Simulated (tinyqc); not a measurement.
# Drifting, spreading and decaying minority pulse (Haynes-Shockley), Crank-Nicolson time steps, step by step

Program tinyqc, `OMP_NUM_THREADS=1 python tinyqc.py 2310130 2310131 out.jsonl`; Intel Xeon 2.30GHz, shared host, one thread, about 0.01 s. Printed values are rounded.

Low injection in a uniform field: dn/dt = D d2n/dx2 - v dn/dx - n/tau with D = mu Vt and v = mu F towards +x. Exact solution on an infinite bar for a Gaussian start at x0: n = N0 exp(-t/tau) exp(-(x - x0 - v t)^2/(2 s^2))/sqrt(2 pi s^2), s^2 = s0^2 + 2 D t.

Values chosen for this exercise; mobility close to that of germanium at room temperature: temperature T = 250 K; minority-carrier mobility mu = 3870 cm^2/(V s); sweep field along the drift F = 7.8 V/cm; mesh step hx = 52 um; lifetime tau = 5.6e-6 s; injected sheet density N0 = 1e11 cm^-2; time step dt = 1.5e-7 s; initial width (standard deviation) s0 = 65 um.

Constants: q = 1.602176634e-19 C, kB = 1.380649e-23 J/K, Vt = kB T/q. Results are converted to the units shown.

## Coefficients of the scheme

Exponentially fitted fluxes: d = F hx/Vt, B(d) = d/(exp(d) - 1), k = D dt/hx^2; (L n)_i = a n_(i-1) + b n_i + c n_(i+1) with a = k B(-d), c = k B(d), b = -a - c - dt/tau. Explicit steps keep n positive for dt up to 1/[(D/hx^2)(B(d) + B(-d)) + 1/tau].

D = 83.3727 cm^2/s
v = 30186.0 cm/s
d = 1.88272
a = 1.02704
b = -1.21012
c = 0.156291
positivity limit of dt = 1.23955e-7 s

dt is 1.2 times the explicit limit. On this mesh the fitted flux acts like a diffusion coefficient (d/2) coth(d/2) D = 1.28 D for a travelling pulse, before the error of the time steps.

## Initial pulse

Nodes x_i = i hx, i = 1 to 13, n = 0 at nodes 0 and 14; the Gaussian at t = 0 with x0 = 4 hx.

| node | n at t = 0 (1e12 cm^-3) |
|---|---|
| 1 | 0.34453 |
| 2 | 1.70647 |
| 3 | 4.45679 |
| 4 | 6.13757 |
| 5 | 4.45679 |
| 6 | 1.70647 |
| 7 | 0.34453 |
| 8 | 0.03668 |
| 9 | 0.00206 |
| 10 | 0.00006 |
| 11 | 0.00000 |
| 12 | 0.00000 |
| 13 | 0.00000 |

## Step 1: densities after a time step

(L n)_i = a n_(i-1) + b n_i + c n_(i+1), n = 0 beyond the ends. Crank-Nicolson step: solve n(new) - L n(new)/2 = n + L n/2.

| node | n at t = 1 dt (1e12 cm^-3) |
|---|---|
| 1 | 0.21335 |
| 2 | 0.93431 |
| 3 | 2.44292 |
| 4 | 4.16068 |
| 5 | 4.64170 |
| 6 | 3.43356 |
| 7 | 1.76493 |
| 8 | 0.69564 |
| 9 | 0.23862 |
| 10 | 0.07826 |
| 11 | 0.02546 |
| 12 | 0.00827 |
| 13 | 0.00265 |

## Step 2: densities after a time step

As before.

| node | n at t = 2 dt (1e12 cm^-3) |
|---|---|
| 1 | 0.12353 |
| 2 | 0.52477 |
| 3 | 1.39990 |
| 4 | 2.65804 |
| 5 | 3.67244 |
| 6 | 3.72920 |
| 7 | 2.84247 |
| 8 | 1.69809 |
| 9 | 0.84664 |
| 10 | 0.37524 |
| 11 | 0.15473 |
| 12 | 0.06092 |
| 13 | 0.02279 |

## Step 3: densities after a time step

As before.

| node | n at t = 3 dt (1e12 cm^-3) |
|---|---|
| 1 | 0.07052 |
| 2 | 0.29923 |
| 3 | 0.81884 |
| 4 | 1.67060 |
| 5 | 2.62705 |
| 6 | 3.22363 |
| 7 | 3.12567 |
| 8 | 2.44622 |
| 9 | 1.59653 |
| 10 | 0.90397 |
| 11 | 0.46091 |
| 12 | 0.21768 |
| 13 | 0.09474 |

## Course in time

The same steps, now on nodes 1 to 60 (n = 0 at nodes 0 and 61), for 24 steps; centre = sum x n/sum n. Deviations are from the exact pulse, as a share of its largest value on the nodes; a run counts as stable if they stay under 100 %.

Course of the iteration:

| step | hx sum n (cm^-2) | centre (um) | most negative n (cm^-3), 0 if none | largest deviation (% of the peak) |
|---|---|---|---|---|
| 1 | 9.69367e10 | 254.247 | 0 | 4.90 |
| 2 | 9.42394e10 | 299.932 | 0 | 7.15 |
| 3 | 9.16707e10 | 345.493 | 0 | 8.27 |
| 4 | 8.92032e10 | 390.964 | 0 | 8.84 |
| 5 | 8.68200e10 | 436.372 | 0 | 8.98 |
| 6 | 8.45105e10 | 481.739 | 0 | 9.39 |
| 7 | 8.22681e10 | 527.079 | 0 | 9.80 |
| 8 | 8.00886e10 | 572.401 | 0 | 10.1 |
| 9 | 7.79688e10 | 617.711 | 0 | 10.3 |
| ... | ... | ... | ... | ... |
| 16 | 6.46338e10 | 934.762 | 0 | 10.8 |
| 17 | 6.29254e10 | 980.050 | 0 | 10.9 |
| 18 | 6.12621e10 | 1025.34 | 0 | 10.9 |
| 19 | 5.96429e10 | 1070.63 | 0 | 10.9 |
| 20 | 5.80664e10 | 1115.91 | 0 | 10.9 |
| 21 | 5.65316e10 | 1161.20 | 0 | 11.0 |
| 22 | 5.50374e10 | 1206.49 | 0 | 11.0 |
| 23 | 5.35826e10 | 1251.77 | 0 | 11.1 |
| 24 | 5.21663e10 | 1297.06 | 0 | 11.1 |

The run is stable. After 24 steps the deviation is 11 % of the peak. From step 1 to the last the centre has moved at 1.00 v and the content is 0.78 % below N0 exp(-t/tau). On an endless mesh these steps would give a speed of 1.00 v and a content of 1.00 times the exact one, from dt/tau = 0.0268 alone; the rest comes from the absorbing ends.
